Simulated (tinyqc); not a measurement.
Hydrogenic impurity: series, fields, screening, photoionisation and donor-acceptor pairs. From one set of inputs to another, one input at a time. Computed by tinyqc, a small Python program. Command: `OMP_NUM_THREADS=1 python tinyqc.py 3017289 3017290 out.jsonl hydrogenic ladder`. One thread of a shared host (Intel(R) Xeon(R) Processor @ 2.30GHz), about 0.03 s of CPU time with the checks.

One isotropic, parabolic band. Effective units: Ry* and a*, in which H = -nabla^2 - 2/r.

The inputs printed are set A. Inputs not listed in the table keep their values of set A, so the rows need not describe a real material.

Inputs (values chosen for the exercise, for a model semiconductor):
```
quantity                   value   unit
electron mass m           0.0674    m_0
dielectric constant eps     10.2      -
donor density N          7.5e+15  cm^-3
magnetic field B             2.3      T
```

Parts treated: magnetic field and screening.

Constants: Ry = 13.605693123 eV; a_0 = 0.529177210903 angstrom; h x 1 THz = 4.135667696 meV; mu_B = 5.7883818060e-05 eV/T.

Method:
- Ry* = Ry m/eps^2, a* = a_0 eps/m; level n is bound by Ry*/n^2; <r> = (3/2) a* in 1s; lines 1s -> np at Ry* (1 - 1/n^2); 1 THz = 4.135667696 meV.
- Wigner-Seitz radius r_s = (3/(4 pi N))^(1/3); Mott criterion N_c^(1/3) a* = 0.26; overlap of two 1s orbitals at distance d: S = exp(-x)(1 + x + x^2/3), x = d/a*, with d = N^(-1/3).
- gamma = hbar omega_c/(2 Ry*) = mu_B B/(m Ry*). For m_z = 0, H = -nabla^2 - 2/r + gamma^2 rho^2/4, and the band edge moves to gamma Ry*. Basis: exp(-al rho^2 - be z^2), al_k = 0.02 x 2.4^k + gamma/4 x c with k = 0..11, be_k = 0.02 x 2.4^k and c = 0, 0.5, 1 (36 functions). With A = al_i + al_j, B = be_i + be_j (not the field) and the common factor pi^(3/2) dropped: S = 1/(A sqrt(B)), kinetic S (4 al_i al_j/A + 2 be_i be_j/B), <rho^2> = S/A, <1/r> = (2/sqrt(pi)) atanh(u)/(A u), u = sqrt(1 - B/A), which is (2/sqrt(pi))/A when A = B; overlap eigenvalues below 1e-11 are dropped. Binding = (gamma - E) Ry*; the spin term shifts level and edge alike.

Each row keeps all changes above it:
```
input moved                 from       to  Ry* (meV)  Mott density (cm^-3)  binding energy in the field (meV)
set A                          -        -      8.814            3.4221e+16                              10.58
magnetic field B (T)         2.3      370      8.814            3.4221e+16                              47.66
electron mass m (m_0)     0.0674     0.28     36.617            2.4535e+18                              75.89
donor density N (cm^-3)  7.5e+15  4.8e+18     36.617            2.4535e+18                              75.89
dielectric constant eps     10.2     8.31     55.167            4.5372e+18                             100.79
```

Ry* goes from 8.81 to 55.2, a factor 6.26 in all. The largest single move comes from electron mass m (a factor 4.15). Mott density goes from 3.42e16 to 4.54e18, a factor 133 in all. The largest single move comes from electron mass m (a factor 71.7). Binding energy in the field goes from 10.6 to 101, a factor 9.53 in all. The largest single move comes from magnetic field B (a factor 4.51). The single moves hold for this order of the switches; the total does not depend on the order.

Caution (rows magnetic field B, electron mass m, donor density N, dielectric constant eps): the field is beyond non-destructive laboratory magnets (about 100 T). Caution (rows donor density N, dielectric constant eps): N lies above the Mott density, where the levels of isolated donors have no meaning.

Extremes, crossings and ranges named in words are read from the listed rows.
